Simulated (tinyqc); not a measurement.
Comparisons within one model: Peierls distortion of a half-filled chain. A value that a table varies takes the place of the one given here.

Atoms move by +/- u, so bonds change by -/+ 2u and hoppings are t +/- 2 al u. Bands E = -/+ sqrt((2 t cos x)^2 + D^2 sin^2 x) with D = 4 al u, x = k a in (0, pi/2); the gap is 2D. Energy per atom at zero temperature: E(u) = -mean_x sqrt(...) + 2 K u^2; exactly, the mean is (4t/pi) E(1 - z^2), z = D/2t, E the complete elliptic integral of the second kind with parameter m. Coupling lambda = 2 al^2/(pi t K).

Constants: kB = 8.617333262e-05 eV/K.

Values chosen for the exercise:

| symbol | value | unit | meaning |
|---|---|---|---|
| t | 1.89 | eV | hopping of the even chain |
| al | 5.6 | eV/angstrom | change of hopping with bond length |
| K | 46.1 | eV/angstrom^2 | spring constant of a bond |

## Energy against distortion

Exact means; both parts are counted from u = 0.

Energies per atom:

| u (angstrom) | gap (eV) | electrons (meV) | springs (meV) | total (meV) |
|---|---|---|---|---|
| 0.0029 | 0.130 | -1.76 | 0.78 | -0.98 |
| 0.0073 | 0.327 | -9.07 | 4.91 | -4.16 |
| 0.0146 | 0.654 | -30.10 | 19.65 | -10.44 |
| 0.0219 | 0.981 | -59.64 | 44.22 | -15.42 |
| 0.0292 | 1.308 | -95.98 | 78.61 | -17.36 |
| 0.0365 | 1.635 | -137.94 | 122.83 | -15.11 |
| 0.0438 | 1.962 | -184.70 | 176.88 | -7.82 |
| 0.0511 | 2.289 | -235.59 | 240.75 | 5.16 |
| 0.0643 | 2.881 | -336.55 | 381.20 | 44.65 |

The ratio of electronic gain to elastic cost is 2.27 in the first row and 0.88 in the last: the gain goes as u^2 ln(1/u), so it wins at small u for any K. The total is lowest at u = 0.0292 angstrom and turns positive between 0.0438 and 0.0511.

## A coarse mesh hides or distorts the instability

u0 from the gap equation K = 4 al^2 mean(sin^2 x/|E|) on the mesh x_j = (j + 1/2) pi/(2N); 0 where it has no root.

Results:

| N | u0 (angstrom) | gap (eV) | smallest \|E\| at u = 0 (eV) |
|---|---|---|---|
| 1 | 0.0000 | 0.000 | 2.673 |
| 2 | 0.0000 | 0.000 | 1.447 |
| 3 | 0.0162 | 0.725 | 0.978 |
| 4 | 0.0254 | 1.136 | 0.737 |
| 6 | 0.0286 | 1.280 | 0.493 |
| 8 | 0.0291 | 1.303 | 0.371 |
| 12 | 0.0292 | 1.308 | 0.247 |
| 20 | 0.0292 | 1.308 | 0.148 |
| 40 | 0.0292 | 1.308 | 0.074 |
| 4000 | 0.0292 | 1.308 | 0.001 |

For N = 1 and 2 no distortion is found: the mesh leaves its own gap at u = 0, which cuts off the logarithm. u0 is within 1 % of the last row from N = 8 on; the mesh must resolve D = 0.654 eV, and the coherence length xi/a = 2t/D is 5.8.

## Closing of the gap with temperature

The gap equation gains the factor tanh(|E|/2kT); 4000 points; Tp is where its root reaches zero.

Results:

| T/Tp | T (K) | u (angstrom) | u/u0 |
|---|---|---|---|
| 0.20 | 832 | 0.0292 | 1.000 |
| 0.40 | 1664 | 0.0288 | 0.986 |
| 0.60 | 2495 | 0.0266 | 0.912 |
| 0.70 | 2911 | 0.0244 | 0.835 |
| 0.80 | 3327 | 0.0210 | 0.718 |
| 0.90 | 3743 | 0.0156 | 0.533 |
| 0.95 | 3951 | 0.0113 | 0.385 |
| 0.99 | 4118 | 0.0051 | 0.175 |

Tp = 4159 K

D(0)/(kB Tp) = 1.825, against 1.764 at weak coupling. u/u0 is 0.912 at 0.6 Tp and 0.533 at 0.9 Tp, and near Tp it goes as sqrt(1 - T/Tp): 2.20 between the last two rows against sqrt(5) = 2.24. In a single chain fluctuations forbid this transition; coupling between chains sets the real one, far lower.

## What moves the distortion

Exact means. Each row changes one parameter from the base and keeps the others.

Results:

| case | lambda | u0 (angstrom) | gap (eV) | E(u0) - E(0) (meV) |
|---|---|---|---|---|
| base | 0.2291 | 0.0292 | 1.308 | -17.36 |
| t = 1.984 eV | 0.2183 | 0.0273 | 1.224 | -14.56 |
| al = 5.88 eV/angstrom | 0.2526 | 0.0346 | 1.629 | -26.53 |
| K = 48.41 eV/angstrom^2 | 0.2182 | 0.0260 | 1.165 | -13.85 |

The largest shifts from the base row, up to three for each result and ties (the steps differ in size, so this ranks the rows, not the parameters). lambda: al +0.0235, K -0.0109, t -0.0109. u0 (angstrom): al +0.0054, K -0.0032, t -0.0019. gap (eV): al +0.320, K -0.143, t -0.084. E(u0) - E(0) (meV): al -9.17, K +3.52, t +2.80.

tinyqc: `OMP_NUM_THREADS=1 python tinyqc.py 1681847 1681848 out.jsonl`; about 0.08 s, one thread, shared Intel(R) Xeon(R) Processor @ 2.30GHz.
